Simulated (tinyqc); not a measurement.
# One-dimensional ballistic tunnel FET, two-band WKB: output curve

A p-type source for x < 0 with its Fermi level at 0 and its valence edge at ds; in the channel the bands fall as D exp(-x/lam) towards their flat values, with the conduction edge at Ec = ds - dP and D = dP + Eg. The gate moves dP one to one. The drain Fermi level lies at -Vd and the drain side reflects nothing. For w = E - Ec between 0 and dP an electron crosses the gap. Two-band dispersion with equal masses m: inside the gap kappa = sqrt(m u (1 - u/Eg)/C), u the distance from a band edge, C = hbar^2/(2 m0).

S(w) = 2 lam int_0^Eg kappa(u) du/(w + Eg - u) = 2 pi lam sqrt(m/(C Eg)) [w + Eg/2 - sqrt(w (w + Eg))], T(w) = exp(-S). I = g (2 q^2/h) int_0^dP T(w) [f(E) - f(E + Vd)] dw, E = ds - dP + w, f(x) = 1/(1 + exp(x/Vt)). Swing = d(dP)/d(log10 I).

Values chosen for this exercise; band and dielectric values those of a made-up semiconductor: temperature T = 200 K; band gap Eg = 0.789 eV; band-edge mass of the two-band model m = 0.062 m0; screening length of the source junction lam = 4.5 nm; source valence edge above the source Fermi level ds = 0.19 eV; number of degenerate subbands (spin apart) g = 1; tunnelling window Ev(source) - Ec(channel) dP = 0.39 eV.

Constants: q = 1.602176634e-19 C, kB = 1.380649e-23 J/K, hbar = 1.054571817e-34 J s, h = 6.62607015e-34 J s, m0 = 9.1093837015e-31 kg, Vt = kB T/q, hbar^2/(2 m0) = 0.0380998212 eV nm^2. Results are converted to the units shown.

Output curve:
```
Vd (V)    I (uA)
0.02    0.003277
0.09    0.009217
0.16     0.01057
0.24     0.01070
0.31     0.01070
0.38     0.01070
0.45     0.01070
0.53     0.01070
0.6      0.01070
```

What does the table show?

I rises from 0.00328 to 0.0107 uA; it reaches 95 % of the last value at Vd = 0.16 V among the rows. The drain Fermi level passes the channel conduction edge at Vd = dP - ds = 0.200 V, after which the back flow dies out. The window dP is held fixed.

Computed by the program tinyqc: `OMP_NUM_THREADS=1 python tinyqc.py 2620069 2620070 out.jsonl`, one thread of a shared Intel Xeon 2.30GHz, about 0.01 s for the whole run.
